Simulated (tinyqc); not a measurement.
Inside a calculation. Model: X-ray reflectivity of a thin film on silicon: critical angles, Parratt recursion, fringes and roughness. Computed by tinyqc, a small Python program that keeps every step. Command: `OMP_NUM_THREADS=1 python tinyqc.py 3121474 3121475 out.jsonl xrr walk`. One thread of a shared host (Intel(R) Xeon(R) Processor @ 2.30GHz), about 0.01 s of CPU time with the checks. Intermediate numbers are printed to about 7 digits and carried at full precision; extremes and crossings named in words are read from the listed rows.

n = 1 - delta + i beta; the classical electron radius is r_e = 2.8179403e-6 nm. Layer 0 is vacuum, 1 the film, 2 the substrate.

Inputs (values chosen for the exercise, modelled on SiO2 on silicon, copper K-alpha radiation):
```
quantity                                        value     unit
wavelength lambda                             0.15406       nm
film density rho                                 2.33   g/cm^3
effective electrons per unit mass, film         0.495    mol/g
beta/delta, film                                0.012        -
film thickness d                                 57.7       nm
roughness of the surface sigma_1                 0.87       nm
roughness of the interface sigma_2               0.67       nm
substrate density                                2.33   g/cm^3
effective electrons per unit mass, substrate    0.507    mol/g
beta/delta, substrate                           0.023        -
grazing angle theta                              1.77  degrees
```

Constants: N_A = 6.02214076e+23 1/mol.

## Optical constants

delta = r_e lambda^2 rho_e/(2 pi), rho_e = density x electrons per mass x N_A; critical angle sqrt(2 delta), q_c = 4 sqrt(pi r_e rho_e).

Constants:
```
layer      rho_e (1/nm^3)         delta          beta  critical angle (degrees)  q_c (1/nm)
film             694.5636  7.393392e-06  8.872070e-08                 0.2203228   0.3136583
substrate        711.4015  7.572626e-06  1.741704e-07                 0.2229774   0.3174375
```

Film and substrate have nearly the same electron density, so the fringes are weak.

## Critical angle of the film

The formulas are those given above.

critical angle of the film = 0.2203228 degrees

## Reflectivity at one angle

k_j = (2 pi/lambda) sqrt(sin^2 theta - 2 delta_j + 2 i beta_j); r_ij = (k_i - k_j)/(k_i + k_j) x exp(-2 k_i k_j sigma^2) (Nevot-Croce); r = (r_01 + r_12 p)/(1 + r_01 r_12 p), p = exp(2 i k_1 d); R = |r|^2.

k_0, k_1, k_2 (1/nm): 1.259713  1.249912+0.000118i  1.249674+0.000232i

1000 r_01 = 0.3601495-0.0044368i

1000 r_12 = 0.02347049-0.01120893i

p = 0.9498346-0.2663314i

reflectivity R = 1.444430e-07

q = 4 pi sin(theta)/lambda = 2.519426 1/nm

## Fringe period, contrast and decay

Far above the critical angle the period is d theta = lambda/(2 d), or 2 pi/d in q; the envelope runs between (|r_01| - |r_12 p|)^2 and (|r_01| + |r_12 p|)^2; contrast = 2 a b/(a^2 + b^2) with a = |r_01|, b = |r_12 p|; roughness factors on the amplitudes are about exp(-q^2 sigma^2/2).

period in theta = 0.07649036 degrees

period in q = 0.1088940 1/nm

contrast = 0.1417535

roughness factor, surface = 0.09051739

roughness factor, interface = 0.2405812

## Thickness from the minima

Minima of R theta^4 are located on 6001 points over 7.5 periods, from 1.15 times the larger critical angle. With refraction, sin^2(theta_m) = 2 delta + m^2 (lambda/(2 d))^2, m integer or half-integer; the first six minima are used, and the first order is the one that minimises the largest residual of the least-squares line plus the distance of its intercept from 2 delta. Without refraction, d = lambda/(2 x mean step of sin theta).

Minima:
```
order m  theta (degrees)   sin^2 theta
2.5            0.3023182  2.784065e-05
3.5            0.3565308  3.872070e-05
4.5            0.4181055  5.324991e-05
5.5            0.4842697  7.143630e-05
6.5            0.5533022  9.325371e-05
7.5            0.6242471  1.187000e-04
```

d with refraction = 57.13839 nm

d without refraction = 68.55000 nm

Against d = 57.7 nm the errors are -0.97 % with and +18.80 % without refraction. The orders are half-integers, as r_01 and r_12 have the same sign for a film less dense than the substrate.

## Which roughness does what

R is averaged over one period above each angle (64 points); contrast = (max - min)/(max + min) of R theta^4 over that period. Cases: smooth; only sigma_1; only sigma_2; both.

Mean R and contrast:
```
theta (degrees)      R smooth    contrast    R, sigma_1  contrast, sigma_1    R, sigma_2  contrast, sigma_2       R, both  contrast, both
0.8              3.246462e-04  0.05754750  1.160964e-04          0.1420484  3.243732e-04         0.04424800  1.158871e-04       0.1213081
1.2              6.495882e-05  0.05247619  6.482521e-06          0.1890813  6.497501e-05         0.02650479  6.474133e-06       0.1453299
1.8              1.312275e-05  0.05305361  8.392658e-08          0.5414934  1.312560e-05         0.01151990  7.733154e-08       0.2059988
2.5              3.587521e-06  0.05323222  2.726795e-09          0.5503313  3.586109e-06         0.00294559  2.014466e-10       0.5069653
3.5              9.477833e-07  0.05338063  6.764291e-10          0.0056060  9.468611e-07         0.00019164  1.343401e-14       0.9553424
```

At 2.5 degrees sigma_1 alone multiplies the mean R by 7.6e-4 and sigma_2 alone by 1.00; the contrast goes from 0.05 (smooth) to 0.55 and 0.00.

Checks made by the program: smooth bare substrate far above q_c against (q_c/2q)^4 (relative difference 1e-03).
